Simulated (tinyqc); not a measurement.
Across the tunnelling window: band-to-band tunnelling across a p-n junction in a two-band chain.

Sites alternate A at -Eg/2 and C at +Eg/2 with hopping -t; near the edges, with k counted from the zone boundary pi/a, E^2 = (Eg/2)^2 + (t a k)^2, so t = sqrt(c Eg/m)/a gives the mass m, c = hbar^2/2m0. In the gap cosh(q a) = 1 + (Eg^2/4 - e^2)/(2 t^2), e the energy from the local mid-gap. The potential is V0 = Eg + ov on the p side (left), 0 on the n side, and falls linearly over the 2N sites of the junction, V_j = V0 (1 - j/(2N + 1)), j = 1 to 2N, site 1 being A. E = Eg/2 + x ov. A half chain that ends on a site of level e1 with neighbour e2 has g = (1 + z)/(E - e1), z = exp(-/+ i k a) the root with Im g < 0, cos(k a) = (E - e1)(E - e2)/(2 t^2) - 1. S_L = t^2 g (ending on C, shifted by V0), S_R = t^2 g (starting on A). T = 4 Im(S_L) Im(S_R) |G_(1,2N)|^2.

Constants: hbar^2/2m0 = 3.80998211 eV angstrom^2; e^2/h = 3.874045865e-05 S.

Parameters, chosen for this exercise (gap and mass near those of GaSb; not measured data):
- Eg = 0.76 eV (gap)
- m = 0.0399 m0 (mass of electron and light hole)
- a = 4 angstrom (period (two sites))
- ov = 0.49 eV (overlap: top of the valence band on the p side above the conduction edge on the n side)
- Nw = 20 (periods in the junction)

N = Nw. The mean of T over the window uses 12 Gauss-Legendre points in x; the current of one channel with both spins, all states in the window full on the p side and empty on the n side, is (2e^2/h) <T> ov. WKB: exp(-2 I/F), I = pi Eg^2/(8 t a), F = V0/((2N + 1) a/2).

Against energy:
```
x     E (eV)       T  T over WKB
0.02  0.3898  0.0182       0.599
0.10  0.4290  0.0334       1.099
0.20  0.4780  0.0382       1.255
0.35  0.5515  0.0390       1.284
0.50  0.6250  0.0389       1.278
0.65  0.6985  0.0390       1.284
0.80  0.7720  0.0382       1.255
0.90  0.8210  0.0334       1.099
0.98  0.8602  0.0182       0.599
```

mean T = 0.0355
current = 1.35 microampere

WKB gives one value for the whole window, since the path through the gap is the same. The chain is symmetric about x = 0.5, where it gives 1.28 times WKB; among these rows it is largest at x = 0.35 and 0.65 (1.28), and it has 0.60 at x = 0.02 on its way to zero at the ends, where the velocity in one lead vanishes. The variation comes from the reflections where the field begins and ends, whose distance from the turning points changes with x.

Run: tinyqc, `OMP_NUM_THREADS=1 python tinyqc.py 1451786 1451787 out.jsonl`; Intel(R) Xeon(R) Processor @ 2.30GHz, one thread, shared host; about 0.01 s of CPU time with all checks.
